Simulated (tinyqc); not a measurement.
Lossy on-chip transmission line with skin effect: two steps of the calculation.

A uniform line in a homogeneous dielectric: c = sqrt(er)/(c0 Z0), l = Z0 sqrt(er)/c0 (c0 = 299792458 m/s), g = w c td, w = 2 pi f. The resistance joins its limits as r = sqrt(r_dc^2 + r_hf^2), with r_dc = rho/(wd th), r_hf = kr rho/(2 delta (wd + th)), delta = sqrt(rho/(pi f mu0)), mu0 = 4 pi 1e-7 H/m; this is an interpolation, and internal inductance, up to 0.05 nH/mm at low frequency, is neglected.

Values chosen for this exercise:
```
symbol  value     unit                                  meaning
wd        1.9       um                       width of the strip
th        1.2       um                   thickness of the strip
rho       1.8  uohm cm                              resistivity
er        3.5                             relative permittivity
td       0.02                                      loss tangent
Z0         60      ohm             lossless impedance sqrt(l/c)
kr        1.2           factor for crowding and the return path
len       3.9       mm                                   length
f         2.3      GHz                                frequency
```

Question 1. Line constants. delta, r_dc, r_hf, r, l, c and g as defined.

Wanted: delta; r_dc; r_hf; r; l; c; g.

Answer 1.

delta = 1.4080 um
r_dc = 7.8947 ohm/mm
r_hf = 2.4744 ohm/mm
r = 8.2734 ohm/mm
l = 0.37442 nH/mm
c = 104.01 pF/m
g = 0.030061 S/m

r is 1.05 times r_dc; the skin depth is 1.17 of the thickness.

Question 2. Propagation constant and impedance. gamma = sqrt((r + i w l)(g + i w c)) = alpha + i beta, Zc = sqrt((r + i w l)/(g + i w c)), roots with positive real part; loss 8.685889638 alpha in dB; phase velocity w/beta.

r = 8.2734223 ohm/mm
l = 0.37442477 nH/mm
c = 104.00688 pF/m
g = 0.030060747 S/m

Wanted: gamma len; Zc; loss; phase velocity over c0; r/(w l).

Answer 2.

gamma len = 0.23036+0.41591i
Zc = 71.709-37.863i ohm
loss = 0.51304 dB/mm
phase velocity over c0 = 0.45201
r/(w l) = 1.5290

r exceeds w l, so the line behaves mainly as an RC line at this frequency.

Numbers from tinyqc (`OMP_NUM_THREADS=1 python tinyqc.py 2810139 2810140 out.jsonl`; about 0.01 s on one thread of a shared Intel Xeon 2.30GHz).
